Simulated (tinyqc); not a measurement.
Strain-driven roughening and islands of a mismatched epitaxial film: one step, computed by the program tinyqc. Command: `OMP_NUM_THREADS=1 python tinyqc.py 3026751 3026752 out.jsonl island walk`. One thread of a shared host (Intel(R) Xeon(R) Processor @ 2.30GHz), about 0.01 s of CPU time with the checks.

Film and substrate share isotropic elastic constants; the film is coherent and biaxially strained.

Task: Asaro-Tiller-Grinfeld instability. A ripple A cos(k x) has the surface chemical potential per volume [gamma k^2 - 2 (1 + nu) w k] A cos(k x), so k_c = 2 (1 + nu) w/gamma. With surface diffusion the amplitude grows at the rate q = B k^2 [2 (1 + nu) w k - gamma k^2], fastest at k_m = (3/4) k_c. B is the surface mobility.

Inputs (values chosen for the exercise, modelled on GaN on AlN): Poisson ratio nu = 0.19; surface energy gamma = 1.85 J/m^2; surface mobility D_s nu_s Omega^2/(k_B T) = 6.3e-33 m^6/(J s).

Transport: surface diffusion.

energy density w = 213.4074 MJ/m^3

Give: k_c; critical wavelength; fastest wavelength; growth time 1/q at k_m.

Result:

k_c = 0.2745 1/nm

critical wavelength = 22.89 nm

fastest wavelength = 30.51 nm

growth time 1/q at k_m = 0.1432 s
